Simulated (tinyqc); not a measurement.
# Pinning factor and decay constant from two barriers

Problem. phiB = S (phiM - chi) + (1 - S)(Eg - E0) with S = 1/(1 + (1/S0 - 1) exp(-be ti)). Find S0, S at the given thickness and be.

Values chosen for this exercise; semiconductor values close to those of silicon; interlayer mass of the order of that in hafnium oxide, offset chosen freely:
- Eg = 1.14 eV (band gap)
- chi = 3.9 eV (electron affinity)
- E0 = 0.37 eV (charge-neutrality level above the valence band)
- phiM = 4.17 eV (metal work function)

phiB at ti = 0, 0.3 nm (eV): [0.635, 0.52807501]

Answer. Each barrier gives its S by linear interpolation between the pinned and the unpinned value; the ratio of the two values of 1/S - 1 is exp(be ti).

S0 = 0.2700
S = 0.4838
be = 3.100 1/nm

Program tinyqc, `OMP_NUM_THREADS=1 python tinyqc.py 2270015 2270016 out.jsonl`; Intel Xeon 2.30GHz, shared host, one thread, about 0.02 s.
